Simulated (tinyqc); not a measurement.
Microkinetic model of low-temperature epitaxy from hydride gases: adsorption, hydrogen desorption and rate control: one step, computed by the program tinyqc. Command: `OMP_NUM_THREADS=1 python tinyqc.py 3026183 3026184 out.jsonl hepi walk`. One thread of a shared host (Intel(R) Xeon(R) Processor @ 2.30GHz), about 0.01 s of CPU time with the checks.

Each hydride molecule needs two free sites and leaves four hydrogen atoms, of which two leave at once as H2; theta is the hydrogen coverage, the site density is 6.78 per nm^2 and one layer is 1.358 angstrom thick.

Question. Coverage and growth rate. With k the hydride and k_H the hydrogen adsorption rate on free pairs and k_d the desorption rate, steady state: 2 (k + k_H)(1 - theta)^2 = k_d theta; growth rate R = k (1 - theta)^2 layers/s; 1 layer/s = 8.148 nm/min. With c = 2 (k + k_H)/k_d the free share is 1 - theta = 2/(1 + sqrt(1 + 4c)).

Inputs (values chosen for the exercise, close to those used for silane and germane on Si(001)): temperature T = 620 C.

Film: silicon-germanium. Order of hydrogen desorption: first.

k = 31.76928 1/s

k_H = 0 1/s

k_d = 1.109801 1/s

Give: c; hydrogen coverage theta; growth rate R in layers; growth rate G.

Answer.

c = 57.25

hydrogen coverage theta = 0.8763

growth rate R in layers = 0.4863 layers/s

growth rate G = 3.962 nm/min

Hydrogen covers most sites: its desorption limits growth.
